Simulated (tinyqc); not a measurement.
Avalanche multiplication and breakdown of a junction from ionisation integrals: one step, computed by the program tinyqc.

Ionisation coefficients follow the local field. Position x runs through the depletion layer from the p side (x = 0), where electrons enter, to the n side (x = w), where holes enter. The built-in voltage is neglected.

Problem. Multiplication and noise. M_n = 1/(1 - I_n), M_p = M_n exp(-Phi(w)); McIntyre excess noise for the carrier with the larger M, F_x = k M + (1 - k)(2 - 1/M), with k = (smaller M - 1)/(larger M - 1).

Junction: linearly graded.

Every 50th point:
```
x (micrometre)  F (MV/cm)  alpha_n (1/cm)  alpha_p (1/cm)           Phi   I_n up to x
0.000000        0.0000000               0               0             0             0
0.291906        0.1171341    2.917953e-03    4.914984e-05  2.831979e-09  2.872393e-09
0.583812        0.2008013    2.196375e+02    5.026630e+01  9.699581e-04  1.201882e-03
0.875717        0.2510017    2.119618e+03    8.214799e+02  2.094492e-02  3.126335e-02
1.167623        0.2677351    3.505178e+03    1.526893e+03  7.180855e-02  1.152267e-01
1.459529        0.2510017    2.119618e+03    8.214799e+02  1.226722e-01  1.950783e-01
1.751435        0.2008013    2.196375e+02    5.026630e+01  1.426471e-01  2.217119e-01
2.043340        0.1171341    2.917953e-03    4.914984e-05  1.436171e-01  2.227541e-01
2.335246        0.0000000               0               0  1.436171e-01  2.227541e-01
```

Give: M_n; M_p; effective k; excess noise factor.

Solution.

M_n = 1.287

M_p = 1.114

effective k = 0.3994

excess noise factor = 1.248

Injecting electrons gives the larger gain and, at equal gain, the lower noise.
